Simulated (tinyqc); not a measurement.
## Threshold of a short bulk MOSFET: charge sharing, barrier lowering, narrow width: threshold roll-off against channel length

n-channel device on a p-type body, depletion approximation, full ionisation. Uniform doping N = Na. Vbi from Boltzmann statistics is rough for the degenerate source. Cox = eps0 eox/tox.

ni = sqrt(Nc Nv) exp(-Eg/(2 Vt)), Eg in volts; 2 pB = 2 Vt ln(N/ni); flat band Vfb - Vt ln(N/Na); Wd = sqrt(2 eps0 eps_r (2 pB - Vbs)/(q N)); body term q N Wd/Cox; long-channel VT0 = flat band + 2 pB + body term; Vbi = Vt ln(N Nsd/ni^2); scale length l = sqrt((eps_r/eox) tox Wd). Charge sharing (trapezoid; it ignores Vds): F = (xj/L)(sqrt(1 + 2 Wd/xj) - 1), lowering = body term times F. Barrier lowering: th = exp(-L/(2 l)) + 2 exp(-L/l), lowering = th [2 (Vbi - 2 pB) + Vds], DIBL = th. Narrow width: rise = body term times xw Wd/W. VT by each model = VT0 - lowering + rise. DIBL under 0.001 mV/V is printed as 0.

Inputs (values chosen for the exercise); band and dielectric values close to those of silicon:
```
symbol,value,unit,meaning
T,300,K,temperature
Eg,1.13,eV,band gap
eps_r,11.6,,relative permittivity
Nc,2.79e19,cm^-3,conduction-band density of states at T
Nv,2.66e19,cm^-3,valence-band density of states at T
eox,3.9,,relative permittivity of the gate insulator (close to silicon dioxide)
tox,11,nm,insulator thickness
Na,8.8e16,cm^-3,channel doping
Nsd,1e20,cm^-3,source and drain doping
Vfb,-0.95,V,flat-band voltage for the doping Na
xj,14,nm,junction depth
Vbs,0,V,body-source voltage
Vds,1,V,drain-source voltage
W,1400,nm,gate width
xw,1.5708,,shape factor of the fringing depletion at the width edges
```

Constants: q = 1.602176634e-19 C, kB = 1.380649e-23 J/K, Vt = kB T/q, eps0 = 8.8541878128e-14 F/cm where lengths are in cm. Results are converted to the units shown.

The same in every row: N (cm^-3) = 8.800e16; VT0 (V) = 0.3784.

Results:
```
L (nm)	L/l	F	DIBL (mV/V)	VT, charge sharing (V)	VT, barrier lowering (V)
190	3.164	0.2278	290.0	0.3268	0.04406
280	4.663	0.1546	116.0	0.3631	0.2814
400	6.662	0.1082	38.32	0.3860	0.3873
830	13.82	0.05215	0.9983	0.4138	0.4382
1200	19.99	0.03607	0.04574	0.4217	0.4395
1700	28.31	0.02546	0	0.4270	0.4396
2500	41.64	0.01731	0	0.4310	0.4396
3600	59.96	0.01202	0	0.4336	0.4396
```

Estimate the missing row, L = 570 nm.

Computed row:
```
L (nm)	L/l	F	DIBL (mV/V)	VT, charge sharing (V)	VT, barrier lowering (V)
570	9.493	0.07594	8.833	0.4020	0.4275
```

With this row back in the table: VT by barrier lowering rises from 0.0441 to 0.440 V and VT by charge sharing rises from 0.327 to 0.434 V. DIBL is under 100 mV/V from L = 400 nm on among the rows (th = 0.1 at L/l = 4.92). For L = 190 DIBL exceeds 250 mV/V, where the barrier formula is rough.

tinyqc, about 0.01 s, one thread, Intel Xeon 2.30GHz (shared host): `OMP_NUM_THREADS=1 python tinyqc.py 2002137 2002138 out.jsonl`
